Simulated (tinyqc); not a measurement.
Two coupled magnetic layers: synthetic antiferromagnet, spin flop, exchange bias and magnetoresistance: one step, computed by the program tinyqc.

Moments lie in the plane at the angles p1, p2 from the field. Energy per area: E = J1 cos(p1 - p2) + J2 cos^2(p1 - p2) - B M_s (t1 cos p1 + t2 cos p2) + K (t1 sin^2 p1 + t2 sin^2 p2).

Problem. Limit of the antiparallel state. With p1 = 0, p2 = 180 degrees and c2 = J1 - 2 J2 the Hessian is [[c2 + t1 (2K + b), -c2], [-c2, c2 + t2 (2K - b)]], b = B M_s; its determinant vanishes at the positive root of t1 t2 b^2 - c2 (t1 - t2) b - [2K c2 (t1 + t2) + 4 K^2 t1 t2] = 0.

Inputs (values chosen for the exercise, for a model stack):
```
quantity,value,unit
saturation magnetisation M_s,1370,kA/m
thickness t1,2.7,nm
thickness t2,2.4,nm
antiferromagnetic coupling J1,0.26,mJ/m^2
biquadratic coupling J2,0.018,mJ/m^2
in-plane anisotropy K,3,kJ/m^3
```

Field direction: along the easy axis.

Give: stability limit B_sf of the antiparallel state.

Solution.

stability limit B_sf of the antiparallel state = 28.22 mT
